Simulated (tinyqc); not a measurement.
Inside a calculation: deep level with several charge states, and Shockley-Read-Hall recombination. Values are carried at full precision from step to step, so a last printed digit may differ when a step is redone from the rounded ones.

Energies from Ev. The defect has charge states +1, 0, -1 with weights 1, gm exp((EF - E1)/kT), exp((2 EF - E1 - E2)/kT); the shares are the weights over their sum. Boltzmann carriers: n = Nc exp((EF - Eg)/kT), p = Nv exp(-EF/kT). Neutrality: p - n + Nd + Nt <q> = 0.

Constants: kB = 8.617333262e-05 eV/K.

Inputs chosen for the exercise (gap and densities of states near those of GaN at this temperature; the results hold for these values, not for the real material):
- Eg = 3.449 eV (gap)
- Nc = 1.71e+18 1/cm^3 (conduction-band density of states)
- Nv = 3.51e+19 1/cm^3 (valence-band density of states)
- T = 250 K
- E1 = 2.572 eV (level (+1/0) above Ev)
- E2 = 2.275 eV (level (0/-1) above Ev)
- gm = 2 (degeneracy of the middle state, the others 1)
- Nt = 5.2e+14 1/cm^3 (defects)
- Nd = 1.8e+15 1/cm^3 (ionised shallow donors minus acceptors)
- E_try = 2.548 eV (trial Fermi level)
- Et = 2.275 eV (recombination level above Ev)
- sn = 1.2e-14 cm^2 (electron capture cross-section)
- sp_ = 1.9e-14 cm^2 (hole capture cross-section)
- vth = 19000000 cm/s (thermal velocity, both carriers)
- Nm = 4e+16 1/cm^3 (equilibrium electrons for the lifetime steps)
- dn = 3.9e+15 1/cm^3 (excess pairs)

## Charge states at a trial Fermi level

Form the exponents, the shares, the mean charge and the residual of neutrality at EF = E_try.

exponents of the second and third weights: -1.114  11.558

shares: +1 0.0000, 0 0.0000, -1 1.0000

<q> = -1.0000

n, p (1/cm^3): 1.17  1.51e-32

residual = 1.28e+15 1/cm^3

The residual is positive, so EF must rise.

## The neutral state

Solve for EF.

EF = 3.2939 eV

shares at EF: +1 0.000, 0 0.000, -1 1.000

n = 1.28e+15 1/cm^3
p = 1.39e-47 1/cm^3

Without the defects the majority density would be 1.80e+15 1/cm^3; with them the density of these carriers is 1.28e+15, so they compensate part of the doping. Most defects are in the state -1. The level order is inverted (negative U), so the middle state is never the most common.

## Recombination through one level

One level at Et with degeneracy 1: tn = 1/(sn vth Nt), tp = 1/(sp_ vth Nt), n1 = Nc exp((Et - Eg)/kT), p1 = Nv exp(-Et/kT), ni^2 = n1 p1. Equilibrium n0 = Nm, p0 = ni^2/Nm; n = n0 + dn, p = p0 + dn. U = (n p - ni^2)/(tp (n + n1) + tn (p + p1)), lifetime dn/U; emission rates en = sn vth n1, ep = sp_ vth p1.

Evaluate each quantity.

tn, tp (microsecond): 0.008435  0.005327

n1, p1 (1/cm^3): 3.68e-06  4.82e-27

U = 6.42e+23 1/(cm^3 s)
lifetime = 0.00608 microsecond

The lifetime is 1.141 times the minority capture time tp and 0.442 times tn + tp, the limit of high injection.

## Emission and generation in a depleted region

With n = p = 0 the level generates pairs at G = Nt en ep/(en + ep); generation lifetime tg = ni/G; current density e G W for a width W = 1 micrometre, e = 1.602176634e-19 C.

en, ep (1/s): 8.40e-13  1.74e-33

G = 9.05e-19 1/(cm^3 s)
tg = 1.47e+08 microsecond
current density = 1.45e-41 A/cm^2

The slower step, hole emission, limits the rate: en/ep = 4.82e+20.

## Checks

- U against hole capture minus emission at the steady occupation of the level (1/(cm^3 s)): both 6.418e+23.

Computed by tinyqc, a small Python program: `OMP_NUM_THREADS=1 python tinyqc.py 1681382 1681383 out.jsonl` (the numbers bound the seed that draws the inputs); one thread of a shared host (Intel(R) Xeon(R) Processor @ 2.30GHz), about 0.01 s for the whole set of steps.
